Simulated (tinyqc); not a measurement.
Minority-electron transport through the base of a bipolar transistor (Moll-Ross and Kroemer integrals): one step, computed by the program tinyqc. Command: `OMP_NUM_THREADS=1 python tinyqc.py 3025117 3025118 out.jsonl base walk`. One thread of a shared host (Intel(R) Xeon(R) Processor @ 2.30GHz), about 0.01 s of CPU time with the checks.

Low injection, one dimension, x from the emitter edge (0) to the collector edge (W), s = x/W. Recombination is treated as a small correction (valid for tau_B well below tau_n), computed from the stored charge.

Problem. Gain and speed. Emitter-limited gain beta_E = G_E/G_B; recombination-limited gain beta_R = tau_n/tau_B; 1/beta = 1/beta_E + 1/beta_R; f_T from the base alone = 1/(2 pi tau_B).

Inputs (values chosen for the exercise, modelled on silicon): electron lifetime tau_n = 73 ns; emitter Gummel number G_E = 2.7e+13 s/cm^4; temperature T = 300 K.

Base doping profile: uniform. Gap grading: linear. Exit of the base: saturation velocity.

base Gummel number G_B = 2.069578e+12 s/cm^4

base transit time tau_B = 0.8617681 ps

Give: beta_E; beta_R; current gain beta; f_T from the base alone.

Solution.

beta_E = 13.05

beta_R = 84710

current gain beta = 13.04

f_T from the base alone = 184.7 GHz

The gain is limited mainly by hole injection into the emitter (100 % of the base current).
